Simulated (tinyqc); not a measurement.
Worked calculation: Bethe-Salpeter matrix of a two-band chain (Tamm-Dancoff form). Values are carried at full precision from step to step, so a last printed digit may differ when a step is redone from the rounded ones.

One valence and one conduction band, lattice period 1, mesh k = 2 pi j/N. Pair energies D(k) = Eg + 2 t sum(1 - cos k), t = tc + tv. Screened attraction W(R) = U at R = 0 and V/|R| otherwise, R over the N cells with the nearest image; W(q) = sum_R W(R) cos(q R). H(k, k') = D(k) delta - W(k - k')/Nk + 2 J/Nk for singlets (J = 0 for triplets), Nk the number of k points. With a constant transition dipole the strength of a state is f = (sum_k A_k)^2/Nk, and the f sum to 1.

Parameters, chosen for this exercise:

| symbol | value | unit | meaning |
|---|---|---|---|
| Eg | 4.2 | eV | quasiparticle gap |
| tc | 0.58 | eV | conduction hopping |
| tv | 0.68 | eV | valence hopping |
| U | 0.53 | eV | attraction in the same cell |
| V | 0.24 | eV | attraction at one cell distance |
| J | 0.35 | eV | exchange in the same cell |
| N | 9 |  | k points along each axis |

## Pair energies and the kernel

List D(k), W(R) and W(q) on the mesh.

Mesh values (eV):

| index j | D(k_j) | W(R = j) | W(q_j) |
|---|---|---|---|
| j0 | 4.2000 | 0.5300 | 1.5300 |
| j1 | 4.7896 | 0.2400 | 0.7466 |
| j2 | 6.2824 | 0.1200 | 0.3998 |
| j3 | 7.9800 | 0.0800 | 0.2700 |
| j4 | 9.0880 | 0.0600 | 0.2036 |
| j5 | 9.0880 | 0.0600 | 0.2036 |
| j6 | 7.9800 | 0.0800 | 0.2700 |
| j7 | 6.2824 | 0.1200 | 0.3998 |
| j8 | 4.7896 | 0.2400 | 0.7466 |

## The singlet matrix

Fill in H.

H (eV):
```
         j0       j1       j2       j3       j4       j5       j6       j7       j8
j0   4.1078  -0.0052   0.0334   0.0478   0.0552   0.0552   0.0478   0.0334  -0.0052
j1  -0.0052   4.6973  -0.0052   0.0334   0.0478   0.0552   0.0552   0.0478   0.0334
j2   0.0334  -0.0052   6.1902  -0.0052   0.0334   0.0478   0.0552   0.0552   0.0478
j3   0.0478   0.0334  -0.0052   7.8878  -0.0052   0.0334   0.0478   0.0552   0.0552
j4   0.0552   0.0478   0.0334  -0.0052   8.9958  -0.0052   0.0334   0.0478   0.0552
j5   0.0552   0.0552   0.0478   0.0334  -0.0052   8.9958  -0.0052   0.0334   0.0478
j6   0.0478   0.0552   0.0552   0.0478   0.0334  -0.0052   7.8878  -0.0052   0.0334
j7   0.0334   0.0478   0.0552   0.0552   0.0478   0.0334  -0.0052   6.1902  -0.0052
j8  -0.0052   0.0334   0.0478   0.0552   0.0552   0.0478   0.0334  -0.0052   4.6973
```

## Exciton levels and strengths

Diagonalise. For the lowest state give the amplitudes A_k (norm 1, largest positive) and f = (sum_k A_k)^2/Nk, Nk the size of the matrix.

levels (eV): 4.1042  4.6619  4.7250  6.1348  6.2433  7.8410  7.9396  8.9979  9.0023

amplitudes of the lowest state: j0 0.999, j1 0.013, j2 -0.015, j3 -0.012, j4 -0.011, j5 -0.011, j6 -0.012, j7 -0.015, j8 0.013

f of the lowest state = 0.100

The lowest state lies 0.0958 eV below the gap Eg = 4.2 eV and holds 10 % of the strength, against 11 % for one free pair. On a fine mesh the triplet and singlet bindings are 0.1686 and 0.0644 eV.

## Spectrum with and without the kernel

Distinct levels with their degeneracy and summed f, for singlets, beside the sorted triplet levels and free pairs.

Singlets:

| E (eV) | degeneracy | f |
|---|---|---|
| 4.1042 | 1 | 0.0997 |
| 4.6619 | 1 | 0.0000 |
| 4.7250 | 1 | 0.1841 |
| 6.1348 | 1 | 0.0000 |
| 6.2433 | 1 | 0.2113 |
| 7.8410 | 1 | 0.0000 |
| 7.9396 | 1 | 0.2374 |
| 8.9979 | 1 | 0.2675 |
| 9.0023 | 1 | 0.0000 |

triplet levels (eV): 4.0010  4.5911  4.6619  6.0916  6.1348  7.7742  7.8410  8.8521  9.0023

free pairs (eV): 4.2000  4.7896  4.7896  6.2824  6.2824  7.9800  7.9800  9.0880  9.0880

4 of the 9 singlets are dark; those whose amplitude vanishes at R = 0 also feel neither U nor J. The lowest singlet lies 0.1032 eV above the lowest triplet; first order gives 2 J f = 0.1461 eV with the f of the triplet envelope. The centre of the spectrum, sum f E = 6.8900 eV, equals mean D - U + 2J = 6.8900 eV.

## Checks

- Levels from the matrix in the electron-hole distance R against those in k: they agree to 1e-10 or better.

Computed by tinyqc, a small Python program: `OMP_NUM_THREADS=1 python tinyqc.py 1252765 1252766 out.jsonl` (the numbers bound the seed that draws the inputs); one thread of a shared host (Intel(R) Xeon(R) Processor @ 2.30GHz), about 0.5 s for the whole set of steps.
